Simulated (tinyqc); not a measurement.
Inside a calculation. Model: out-diffusion of a doped substrate or buried layer into a growing epitaxial film. Computed by tinyqc, a small Python program that keeps every step. Command: `OMP_NUM_THREADS=1 python tinyqc.py 3013281 3013282 out.jsonl buried walk`. One thread of a shared host (Intel(R) Xeon(R) Processor @ 2.30GHz), about 0.01 s of CPU time with the checks. Intermediate numbers are printed to about 5 digits and carried at full precision; extremes and crossings named in words are read from the listed rows.

x is counted from the original substrate surface into the film, whose surface moves as x = v t. Substrate dopant has one diffusivity; the dopant of the film is taken as uniform.

Inputs (values chosen for the exercise, modelled on phosphorus in silicon):
```
quantity                                            value    unit
prefactor D0                                         4.75  cm^2/s
activation energy E                                  3.68      eV
substrate concentration C_s                       1.3e+18  1/cm^3
film doping C_e                                     5e+14  1/cm^3
growth rate v                                         2.2  um/min
film thickness d                                      5.3      um
growth temperature T                                  950       C
autodoping level at the start, as a share of C_s    3e-05       -
decay length of autodoping                           0.64      um
later thermal budget (Dt)2                        1.3e-10    cm^2
```

Film doping: same type as the substrate.

Constants: k_B = 8.617333262e-05 eV/K.

## Scales

D = D0 exp(-E/(k_B T)); growth time t = d/v; l = 2 sqrt(D t); growth number G = v t/l = d/l; 1 um = 1e-4 cm. Temperatures in kelvin are T(C) + 273.15.

diffusivity D = 3.2650e-15 cm^2/s

growth time t = 2.4091 min

length l = 0.013740 um

growth number G = 385.74

The surface outruns diffusion, so the film acts as an infinite medium.

## Moving boundary against the simple erfc

For a surface that grows from dopant-free material and loses none by evaporation, with u = x/l and s = G - u: C/C_s = (1/2) [erfc(u) + (1 + 4 G (G + s)) exp(4 G s) erfc(G + s) - (4G/sqrt(pi)) exp(-u^2)]; for large G it tends to (1/2) erfc(u). Early in the growth G = sqrt(v x_s/(4 D)) for the thickness x_s reached so far; rows give C at the interface (u = 0) and at the surface (u = G).

The first stage of growth:
```
G     C/C_s at the interface  C at the surface (1/cm^3)  simple erfc there (1/cm^3)   ratio  thickness x_s (nm)
0.10                 0.82403                 1.0316e+18                  5.7690e+17  1.7883          3.5619e-04
0.25                 0.67967                 7.1387e+17                  4.7039e+17  1.5176          2.2262e-03
0.50                 0.57719                 3.6382e+17                  3.1168e+17  1.1673          8.9047e-03
0.75                 0.53808                 1.7107e+17                  1.8775e+17  0.9112          2.0036e-02
1.00                 0.52090                 7.3827e+16                  1.0224e+17  0.7221          3.5619e-02
1.50                 0.50794                 1.0434e+16                  2.2032e+16  0.4736          8.0142e-02
2.00                 0.50373                 9.9534e+14                  3.0405e+15  0.3274          1.4247e-01
2.50                 0.50202                 6.2584e+13                  2.6452e+14  0.2366          2.2262e-01
3.00                 0.50121                 2.5484e+12                  1.4359e+13  0.1775          3.2057e-01
```

At the interface the value falls from 0.824 towards 1/2 as G grows; among these rows it is within 1 % of 1/2 from G = 2 on. At the surface the ratio to the simple erfc goes from 1.788 to 0.177: a fixed wall would double the value, while fresh undoped material dilutes a fast-moving surface. The surface value drops below C_e = 5.0e14 by the row at 0.223 nm, within the first atomic layers, where the continuum picture is formal; the finished film has G = 386. Caution: rows with a thickness or a length l = x_s/G below about 1 nm are formal for a continuum model.

## Transition width

After growth and the later budget: l2 = 2 sqrt(D t + (Dt)2); C(x) = (C_s/2) erfc(x/l2) + share x C_s exp(-x/decay length) for x > 0 (autodoping taken as unchanged by the later budget). The transition x_t solves C(x) = C_e, where the total doping is twice the intended value. Usable film = d - x_t. Also give x_t for the erfc term alone, after growth and after the later budget.

length l2 = 0.22845 um

x_t after growth, erfc alone = 0.032679 um

x_t after the later budget, erfc alone = 0.54335 um

x_t with autodoping = 0.54486 um

usable film = 4.7551 um

Solid-state diffusion sets the transition. The later budget is 280 times that of the growth.

## Profile in the film

Positions are 0.05, 0.2, 0.4, 0.6, 0.8, 1, 1.25 and 1.5 of x_t with autodoping (any beyond the film thickness are formal); net doping = C + C_e.

Concentrations (1/cm^3):
```
x/x_t   x (um)   diffusion  autodoping  net doping
0.05   0.02724  5.6295e+17  3.7375e+13  5.6348e+17
0.20   0.10897  3.2496e+17  3.2894e+13  3.2549e+17
0.40   0.21794  1.1523e+17  2.7744e+13  1.1576e+17
0.60   0.32692  2.7945e+16  2.3400e+13  2.8469e+16
0.80   0.43589  4.5291e+15  1.9737e+13  5.0489e+15
1.00   0.54486  4.8335e+14  1.6647e+13  1.0000e+15
1.25   0.68108  1.6149e+13  1.3455e+13  5.2960e+14
1.50   0.81729  2.7330e+11  1.0876e+13  5.1115e+14
```

Checks made by the program: conservation of dopant by the moving-boundary solution (relative difference below 1e-10).
